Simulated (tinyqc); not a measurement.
From wire to sheet: nanosheet or nanowire with hard walls, valleys of the Si type.

Six ellipsoidal valleys along the cube axes: inverse mass tensor w = 1/mt + (1/ml - 1/mt) a a^T with a the unit axis. Device axes: x along the channel, z = [001], y = z x x.

Hard walls around a W x H rectangle. The block w_c of w in (y, z) confines; the transport mass follows from 1/m_x = w_xx - w_xc w_c^-1 w_cx. The cross-section problem c (w_yy ky^2 + 2 w_yz ky kz + w_zz kz^2), c = hbar^2/2m0, is solved in products sin(n pi y/W) sin(l pi z/H), n, l = 1 to 12; if w_yz = 0 the levels are c pi^2 (w_yy n^2/W^2 + w_zz l^2/H^2). The w_yz term couples (n, l) to (n', l') by -2 c w_yz D_nn'(W) D_ll'(H) with D_nm(L) = 4 n m/(L (n^2 - m^2)) for n + m odd and 0 otherwise.

Without degeneracy the line density is N1 exp((EF - Ec)/kB T) with N1 = sum 2 g sqrt(m_x kB T/(4 pi c)) exp(-E/kB T), here over n, l up to 80 where w_yz = 0 and over all levels of a 12 x 12 sine basis otherwise; the classical value is W H Nc with Nc = 2 g_all (m_dos kB T/(4 pi c))^(3/2), m_dos = (ml mt^2)^(1/3); dVt = kB T ln(W H Nc/N1).

Constants: hbar^2/2m0 = 3.80998211 eV angstrom^2; kB = 8.617333262e-05 eV/K.

Parameters, chosen for this exercise (near those of Si; not measured data):
```
symbol   value                            unit      meaning
ml       0.901                            m0        longitudinal mass
mt       0.187                            m0        transverse mass
T        77                               K         temperature
g_all    6                                          number of valleys
channel  100                                        transport direction x on a (001) wafer
H        60                               angstrom  height, along z = [001]
Ws       (25, 35, 50, 75, 110, 170, 260)  angstrom  widths
```

Valleys:
```
group  valleys g     w_yy     w_zz   |w_yz|  m_x (m0)
A              2  5.34759  1.10988  0.00000   0.18700
B              2  1.10988  5.34759  0.00000   0.18700
C              2  5.34759  5.34759  0.00000   0.90100
```

Lowest level of each group (groups ordered by w_zz, then w_yy) and dVt against the width.

Results:
```
W (angstrom)  A1 (eV)  B1 (eV)  C1 (eV)  dVt (mV)
25             0.3333   0.1226   0.3776     113.6
50             0.0920   0.0726   0.1363      67.8
75             0.0473   0.0633   0.0916      44.9
110            0.0282   0.0593   0.0725      28.9
170            0.0186   0.0573   0.0628      21.9
260            0.0146   0.0565   0.0588      19.3
```

Give the missing row, W (angstrom) = 35.

Computed row:
```
W (angstrom)  A1 (eV)  B1 (eV)  C1 (eV)  dVt (mV)
35             0.1757   0.0899   0.2200      83.1
```

dVt falls from 114 to 19 mV. The lowest group changes from B to A between W = 50 and 75 angstrom (H = 60). At the widest W the lowest level is 0.0146 eV; the film limit c pi^2 w_zz/H^2 of that group is 0.0116 eV.

Run: tinyqc, `OMP_NUM_THREADS=1 python tinyqc.py 1251999 1252000 out.jsonl`; Intel(R) Xeon(R) Processor @ 2.30GHz, one thread, shared host; about 0.04 s of CPU time with all checks.
